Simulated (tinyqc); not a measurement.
Worked calculation: CCSD on RHF in the sto-6g basis, for H4, spin multiplicity 1. One step of it, computed by the program tinyqc.

Task: Iteration 1: building the Fock matrix. J_ij = sum D_kl (ij|kl), K_ij = sum D_kl (ik|jl); F = H + J - 0.5 K; E = tr D H + tr D J / 2 - 0.25 tr D K + E_nn.

D at the start:
```
           1H 1s      2H 1s      3H 1s      4H 1s
1H 1s   0.857547   0.857547  -0.465254  -0.465254
2H 1s   0.857547   0.857547  -0.465254  -0.465254
3H 1s  -0.465254  -0.465254   0.857547   0.857547
4H 1s  -0.465254  -0.465254   0.857547   0.857547
```

core Hamiltonian H = T + V (hartree):
```
           1H 1s      2H 1s      3H 1s      4H 1s
1H 1s  -2.076551  -1.589911  -1.292327  -0.998666
2H 1s  -1.589911  -2.076551  -0.998666  -1.292327
3H 1s  -1.292327  -0.998666  -2.076551  -1.589911
4H 1s  -0.998666  -1.292327  -1.589911  -2.076551
```

Two-electron integrals (ij|kl) in chemists' order, unique and non-zero (hartree):
```
(11|11) 0.774999   (21|11) 0.438157   (21|21) 0.290049   (22|11) 0.565861
(22|21) 0.438157   (22|22) 0.774999   (31|11) 0.327310   (31|21) 0.192784
(31|22) 0.258512   (31|31) 0.174267   (32|11) 0.213514   (32|21) 0.143624
(32|22) 0.219708   (32|31) 0.115550   (32|32) 0.086250   (33|11) 0.490577
(33|21) 0.299463   (33|22) 0.412310   (33|31) 0.327310   (33|32) 0.219708
(33|33) 0.774999   (41|11) 0.219708   (41|21) 0.143624   (41|22) 0.213514
(41|31) 0.115550   (41|32) 0.085645   (41|33) 0.213514   (41|41) 0.086250
(42|11) 0.258512   (42|21) 0.192784   (42|22) 0.327310   (42|31) 0.138657
(42|32) 0.115550   (42|33) 0.258512   (42|41) 0.115550   (42|42) 0.174267
(43|11) 0.299463   (43|21) 0.199515   (43|22) 0.299463   (43|31) 0.192784
(43|32) 0.143624   (43|33) 0.438157   (43|41) 0.143624   (43|42) 0.192784
(43|43) 0.290049   (44|11) 0.412310   (44|21) 0.299463   (44|22) 0.490577
(44|31) 0.258512   (44|32) 0.213514   (44|33) 0.565861   (44|41) 0.219708
(44|42) 0.327310   (44|43) 0.438157   (44|44) 0.774999
```

nuclear repulsion = 3.37661999 hartree

Give: Coulomb J; exchange K; Fock matrix F; total energy of this density.

Result:

Coulomb J (hartree):
```
        1H 1s   2H 1s   3H 1s   4H 1s
1H 1s  2.2410  1.4787  1.1598  0.8607
2H 1s  1.4787  2.2410  0.8607  1.1598
3H 1s  1.1598  0.8607  2.2410  1.4787
4H 1s  0.8607  1.1598  1.4787  2.2410
```

exchange K (hartree):
```
        1H 1s   2H 1s   3H 1s   4H 1s
1H 1s  1.2644  1.1237  0.6764  0.6217
2H 1s  1.1237  1.2644  0.6217  0.6764
3H 1s  0.6764  0.6217  1.2644  1.1237
4H 1s  0.6217  0.6764  1.1237  1.2644
```

Fock matrix F (hartree):
```
         1H 1s    2H 1s    3H 1s    4H 1s
1H 1s  -0.4678  -0.6731  -0.4707  -0.4488
2H 1s  -0.6731  -0.4678  -0.4488  -0.4707
3H 1s  -0.4707  -0.4488  -0.4678  -0.6731
4H 1s  -0.4488  -0.4707  -0.6731  -0.4678
```

total energy of this density = -1.880964 hartree
